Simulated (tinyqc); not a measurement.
# Resistance of a source-drain extension with a graded tip, step by step

tinyqc, about 0.06 s, one thread, Intel Xeon 2.30GHz (shared host): `OMP_NUM_THREADS=1 python tinyqc.py 2282102 2282103 out.jsonl` Printed values are rounded.

y runs along the channel, the gate covers y > 0. The doping is N0 for y < y0 and N0 10^(-(y - y0)/la) beyond, uniform over the depth xj. Sheet conductance s(y) = q mu(N) max(N - Nch, 0) xj + (for y > 0) ma Cox Vo, with mu(N) = u0 + (u1 - u0)/(1 + (N/Nr)^au) and Cox = eps0 eox/tox. Current is taken as one-dimensional; depletion of the tip, spreading and the contact are left out. The metallurgical junction lies at yj, where N = Nch.

Values chosen for this exercise; mobility law close to that of holes in silicon:
- eox = 3.9 (relative permittivity of the gate insulator (close to silicon dioxide))
- tox = 3.5 nm (insulator thickness)
- N0 = 2.1e20 cm^-3 (active doping of the extension far from the gate)
- la = 2.9 nm/decade (lateral abruptness)
- y0 = 1.4 nm (position under the gate where the fall begins (gate edge at 0))
- xj = 19 nm (depth of the extension)
- Nch = 3.9e17 cm^-3 (channel doping)
- Vo = 0.44 V (gate overdrive)
- ma = 34 cm^2/(V s) (mobility of the gate-induced layer)
- u1 = 470.5 cm^2/(V s) (mobility at low doping)
- u0 = 44.9 cm^2/(V s) (mobility at high doping)
- Nr = 2.23e17 cm^-3 (reference doping)
- au = 0.719 (exponent)
- Lg = 50 nm (gate length)

Constants: q = 1.602176634e-19 C, eps0 = 8.8541878128e-14 F/cm where lengths are in cm. Results are converted to the units shown.

## Sheet resistances and junction position

yj = y0 + la log10(N0/Nch); sheet resistance of the full extension 1/[q mu(N0)(N0 - Nch) xj] and of the gate-induced layer 1/(ma Cox Vo); metallurgical length Lg - 2 yj; ye is where the doped and the gate-induced conductances are equal.

yj = 9.320349 nm
sheet resistance of the extension = 326.6812 ohm/square
sheet resistance of the induced layer = 67752.16 ohm/square
metallurgical length = 31.35930 nm
ye = 8.654646 nm
N at ye = 6.616333e17 cm^-3

The gate takes over 0.666 nm before the junction, where N is still 1.70 times the channel doping.

## Resistance of the overlapped part

Midpoint rule on 11 equal steps from 0 to yj: R_ov = sum h/s(y), per width.

```
point     y (nm)    N (cm^-3)  doped conductance (uS)  sheet resistance (ohm/square)
0      0.4236522       2.1e20                3061.089                       325.1136
1       1.270957       2.1e20                3061.089                       325.1136
2       2.118261  1.187252e20                1783.645                       556.0484
3       2.965565  6.058556e19                958.9967                       1026.951
4       3.812870  3.091685e19                528.1077                       1842.071
5       4.660174  1.577689e19                299.3977                       3183.118
6       5.507479  8.050954e18                174.7134                       5277.795
7       6.354783  4.108406e18                103.6209                       8447.328
8       7.202088  2.096522e18                60.12059                       13354.65
9       8.049392  1.069856e18                30.83953                       21930.20
10      8.896696  5.459484e17                9.089880                       41929.50
```

R_ov = 83.204 ohm um

The exact integral is 85.618 ohm um; the coarse sum is 2.8 % below it.
